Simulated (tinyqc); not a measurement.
Worked calculation: Pariser-Parr-Pople SCF with singles CI, for the molecule C=Cc1ccc(C=C)[nH]1 (SMILES; centres numbered as the heavy atoms are written). One step of it, computed by the program tinyqc.

Question. Singles CI, triplets. Over the 4 single excitations with the smallest orbital gaps: A = (e_a - e_i) delta - (ij|ab), with (pq|rs) = sum c_mp c_mq gamma_mn c_nr c_ns.

orbital energies (eV): -17.101750  -14.075723  -12.938827  -12.397998  -10.575763  -4.073230  -2.814313  -0.834135  -0.497093

coefficients:
```
         MO1        MO2        MO3        MO4        MO5        MO6        MO7        MO8
1C  0.070460   0.326529  -0.314220  -0.352459  -0.431671   0.469447  -0.413924   0.241104
2C  0.179158   0.466472  -0.329116  -0.324050  -0.184388  -0.315798   0.415341  -0.387520
3C  0.423659   0.410784  -0.052135   0.054892   0.436548  -0.321046  -0.007611   0.457040
4C  0.235506   0.167691  -0.331373   0.503030   0.295770   0.229986  -0.363605  -0.181536
5C  0.234934  -0.150105  -0.344914   0.503306  -0.290534   0.197348   0.386897  -0.172184
6C  0.423269  -0.408243  -0.091424   0.048190  -0.431284  -0.322832  -0.028366   0.457055
7C  0.178194  -0.446414  -0.358234  -0.328264   0.204195  -0.280745  -0.417161  -0.398402
8C  0.069777  -0.300247  -0.312602  -0.350153   0.435184   0.448791   0.446361   0.257734
9N  0.676029  -0.017076   0.571880  -0.169438  -0.010501   0.317064   0.011701  -0.293529

          MO9
1C  -0.171079
2C   0.283856
3C  -0.378748
4C   0.498028
5C  -0.497292
6C   0.378906
7C  -0.282157
8C   0.167908
9N  -0.000910
```

repulsion gamma_rs (eV):
```
           1C         2C         3C         4C         5C         6C         7C         8C
1C  10.280000   5.140932   3.764030   2.796711   2.374123   2.532643   2.118591   1.783911
2C   5.140932  10.280000   5.141243   3.695821   2.866460   2.866546   2.275023   1.934655
3C   3.764030   5.141243  10.280000   5.140200   3.927809   3.928068   2.866275   2.373938
4C   2.796711   3.695821   5.140200  10.280000   5.142091   3.928054   2.866270   2.532352
5C   2.374123   2.866460   3.927809   5.142091  10.280000   5.141243   3.695821   3.329015
6C   2.532643   2.866546   3.928068   3.928054   5.141243  10.280000   5.140200   3.763414
7C   2.118591   2.275023   2.866275   2.866270   3.695821   5.140200  10.280000   5.141331
8C   1.783911   1.934655   2.373938   2.532352   3.329015   3.763414   5.141331  10.280000
9N   3.636821   4.078290   5.910851   4.360762   4.360933   5.910341   4.077633   3.009932

           9N
1C   3.636821
2C   4.078290
3C   5.910851
4C   4.360762
5C   4.360933
6C   5.910341
7C   4.077633
8C   3.009932
9N  17.520000
```

Give: triplet CI matrix; triplet excitation energies.

Answer.

triplet CI matrix (eV):
```
         5>6      5>7      4>6      3>6
5>6   2.1716  -0.0418  -0.0644  -0.0467
5>7  -0.0418   3.6385   1.0746   0.6305
4>6  -0.0644   1.0746   4.2240  -0.0352
3>6  -0.0467   0.6305  -0.0352   4.2797
```

triplet excitation energies (eV): 2.1684  2.6455  4.2962  5.2036
